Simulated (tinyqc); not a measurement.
What moves the results: smearing for a one-band metal on the bcc lattice. A value that a table varies takes the place of the one given here.

Lattice vectors (units of a): a1 = (-1/2, 1/2, 1/2), a2 = (1/2, -1/2, 1/2), a3 = (1/2, 1/2, -1/2). E(k) = -t A_1(k) - t2 A_2(k), A_m the sum of cos(k . R) over the 8 nearest and 6 second lattice vectors. Mesh k = sum (j_i/N) b_i, j_i = 0 .. N-1.

With x = (E_k - mu)/sigma: Fermi-Dirac f = 1/(1 + exp(x)), s = -f ln f - (1 - f) ln(1 - f); Gaussian f = erfc(x)/2, s = exp(-x^2)/(2 sqrt(pi)); Methfessel-Paxton (first order) f = erfc(x)/2 - x exp(-x^2)/(2 sqrt(pi)), s = (1 - 2 x^2) exp(-x^2)/(4 sqrt(pi)); cold (Marzari-Vanderbilt) with y = x + 1/sqrt(2), f = erfc(y)/2 + exp(-y^2)/sqrt(2 pi), s = y exp(-y^2)/sqrt(2 pi). With weights w = points/N^d (d the dimension), mu solves 2 sum w f = ne; E = 2 sum w f E_k, S = 2 sum w s, F = E - sigma S.

With x = (E_k - mu)/sigma: Gaussian f = erfc(x)/2, s = exp(-x^2)/(2 sqrt(pi)); Methfessel-Paxton (first order) f = erfc(x)/2 - x exp(-x^2)/(2 sqrt(pi)), s = (1 - 2 x^2) exp(-x^2)/(4 sqrt(pi)). With weights w = points/N^d (d the dimension), mu solves 2 sum w f = ne; E = 2 sum w f E_k, S = 2 sum w s, F = E - sigma S.

With x = (E_k - mu)/sigma: Fermi-Dirac f = 1/(1 + exp(x)), s = -f ln f - (1 - f) ln(1 - f). With weights w = points/N^d (d the dimension), mu solves 2 sum w f = ne; E = 2 sum w f E_k, S = 2 sum w s, F = E - sigma S.

Parameters, chosen for this exercise:
```
symbol  value  unit  meaning
t       1.36   eV    nearest hopping
t2      0.14   eV    second hopping
ne      1.46         electrons per cell
N       5            unshifted mesh
sigma   0.408  eV    width
```

## Error of each scheme against the width

All on the dense mesh N = 40. The reference is F of first-order Methfessel-Paxton smearing with sigma = 0.05 t on the mesh N = 40; it moves by 0.24 meV on the mesh N = 50; in three dimensions such meshes can agree by chance and the reference may be off by about 1 meV, so smaller errors are not resolved.

Errors (meV per cell):
```
sigma (eV)     FD F  FD (E+F)/2  Gauss F  Gauss (E+F)/2  MP F  cold F
0.136         -5.28        0.16    -0.77           0.02  0.02    0.02
0.204        -12.24        0.54    -1.75           0.03  0.03    0.03
0.272        -22.36        1.09    -3.15           0.06  0.06    0.19
0.408        -52.16        1.84    -7.23           0.22  0.25    1.19
0.544        -93.94        0.74   -13.10           0.48  0.64    3.41
0.816       -208.23       -9.74   -30.50           1.45  2.48   12.29
1.088       -355.95      -31.98   -55.69           2.38  4.97   22.89
```

reference = -2.39254 eV

How do the results move?

Doubling sigma from 0.272 to 0.544 eV multiplies the error of F by 4.2 (Fermi-Dirac) and 4.2 (Gaussian); a pure sigma^2 term would give 4. At the smallest width Fermi-Dirac errs 6.9 times as much as Gaussian, against 2 pi^2/3 = 6.6 for the ratio of the sigma^2 terms at equal sigma. At the largest width the sizes of the errors rank Gauss (E+F)/2 2.4, MP F 5.0, cold F 22.9, FD (E+F)/2 32.0, Gauss F 55.7, FD F 356.0 meV; below about 1 meV this order, and the ratios at the smallest width, carry the noise of the mesh.

## Mesh against width

Gaussian smearing, (E + F)/2. The reference is F of first-order Methfessel-Paxton smearing with sigma = 0.05 t on the mesh N = 40; it moves by 0.24 meV on the mesh N = 50; in three dimensions such meshes can agree by chance and the reference may be off by about 1 meV, so smaller errors are not resolved.

Errors (meV per cell):
```
N   sigma = 0.05 t  sigma = 0.15 t  sigma = 0.4 t
4            68.11           61.78          48.97
6           -56.95          -58.34         -61.21
8           -24.46          -25.08         -24.32
12            8.91            8.14           7.51
16            7.18            6.50           4.47
24           -0.95           -0.79          -0.20
```

reference = -2.39254 eV

What does this show, and why?

First N from which the value stays within 2 meV of its last entry (which need not be the best one): none before the last for sigma = 0.05 t, none before the last for sigma = 0.15 t, none before the last for sigma = 0.4 t. At the last mesh the errors are -0.95, -0.79 and -0.20 meV. The 2 meV bar does not tell the widths apart. The smallest error belongs to 0.05 t on 1, 0.15 t on 0, 0.4 t on 5 of the 6 meshes.

## What moves the results of Fermi-Dirac smearing

All sums formed anew. Each row changes one parameter from the base and keeps the others.

Results:
```
case              mu (eV)   E (eV)       S   F (eV)
base               2.1692  -2.2530  0.3455  -2.3940
N = 10             1.9991  -2.3384  0.2615  -2.4451
sigma = 0.816 eV   2.3104  -2.1412  0.5357  -2.5783
ne = 1.56          2.5403  -2.0233  0.3312  -2.1584
t2 = 0.276 eV      2.2142  -2.0999  0.4534  -2.2848
t = 1.496 eV       2.3882  -2.5061  0.3094  -2.6324
```

What does this show?

The largest shifts from the base row, up to three for each result and ties (the steps differ in size, so this ranks the rows, not the parameters). mu (eV): ne +0.3710, t +0.2190, N -0.1701. E (eV): t -0.2532, ne +0.2297, t2 +0.1531. S: sigma +0.1902, t2 +0.1078, N -0.0841. F (eV): t -0.2384, ne +0.2356, sigma -0.1844.

tinyqc: `OMP_NUM_THREADS=1 python tinyqc.py 1650666 1650667 out.jsonl`; about 0.3 s, one thread, shared Intel(R) Xeon(R) Processor @ 2.30GHz.
